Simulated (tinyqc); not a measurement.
Thickness and doping from the maximum and minimum capacitance.

Question. A MOS capacitor has Cmax = Cox = eps0 eox/tox and 1/Cmin = 1/Cox + Wm/(eps0 eps_r), with Wm = sqrt(4 eps0 eps_r Vt ln(N/ni)/(q N)) and N well above ni. Find tox, Wm and N.

Values chosen for this exercise; band and dielectric values close to those of gallium arsenide: temperature T = 400 K; relative permittivity eps_r = 12.8; relative permittivity of the gate insulator (close to aluminium oxide) eox = 9.16.

Constants: q = 1.602176634e-19 C, kB = 1.380649e-23 J/K, Vt = kB T/q, eps0 = 8.8541878128e-14 F/cm where lengths are in cm. Results are converted to the units shown.

Cmax = 0.95416895 uF/cm^2
Cmin = 0.042972807 uF/cm^2
ni = 3.9933560e9 cm^-3

Answer. Cmax gives tox and the series difference Wm. N follows by iterating N = 4 eps0 eps_r Vt ln(N/ni)/(q Wm^2); ln(N/ni)/N falls steadily for N > e ni, so there is one root in that range.

tox = 8.500 nm
Wm = 251.9 nm
N = 2.400e16 cm^-3

Computed by the program tinyqc: `OMP_NUM_THREADS=1 python tinyqc.py 2060143 2060144 out.jsonl`, one thread of a shared Intel Xeon 2.30GHz, about 0.01 s for the whole run.
